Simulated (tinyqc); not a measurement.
Pariser-Parr-Pople SCF with singles CI, for the molecule C=C1C=C(O)C=CC=C1O (SMILES; centres numbered as the heavy atoms are written), step by step. One step of it, computed by the program tinyqc.

Task: Iteration 1: orbitals and new P. Diagonalise F (the basis is taken as orthonormal) and form P = 2 sum c c over the lowest orbitals.

F (eV), lower triangle:
```
,1C,2C,3C,4C,5O,6C,7C,8C,9C,10O
1C,-5.261693
2C,-4.342684,-4.913575
3C,0.673836,-3.915563,-5.237317
4C,0.237743,-0.025982,-3.882482,-5.744813
5O,-0.280556,0.237925,0.621261,-4.233430,-19.251326
6C,-0.207608,0.137568,0.072644,-3.752984,0.412819,-5.470619
7C,-0.100024,0.085794,0.218378,-0.027475,0.309893,-4.232857,-4.979213
8C,0.315756,-0.084871,-0.000923,0.206868,-0.271116,0.395343,-4.132247,-5.779008
9C,0.067341,-3.453524,-0.098191,0.070806,-0.107593,0.269426,-0.028546,-3.882470,-6.414093
10O,0.282082,0.069806,0.387858,-0.107593,0.111312,-0.399531,0.365612,0.621367,-4.483159,-20.338623
```

pi electrons, sum of z_r less the charge = 12

Give: orbital energies; P after iteration 1.

Result:

orbital energies (eV): -21.7375  -20.5201  -12.8486  -11.0130  -10.3495  -7.0628  -2.9562  -1.4373  1.9713  2.5635

P after iteration 1, lower triangle:
```
,1C,2C,3C,4C,5O,6C,7C,8C,9C,10O
1C,1.2780
2C,0.7751,0.9848
3C,-0.2793,0.4500,1.0704
4C,-0.2747,0.0707,0.7266,0.9201
5O,0.0979,-0.0493,-0.1884,0.2879,1.9209
6C,0.2280,-0.0688,-0.0014,0.5117,-0.1092,1.0630
7C,0.1342,-0.0975,-0.2850,0.0842,-0.0648,0.7367,0.9088
8C,-0.2924,0.0149,-0.0515,-0.1413,0.0589,-0.0447,0.5599,1.0667
9C,-0.0536,0.4125,0.2337,-0.1091,0.0424,-0.3237,0.1026,0.7291,0.8785
10O,-0.0226,-0.0661,-0.1126,0.0392,-0.0143,0.1266,-0.0704,-0.1917,0.3115,1.9088
```
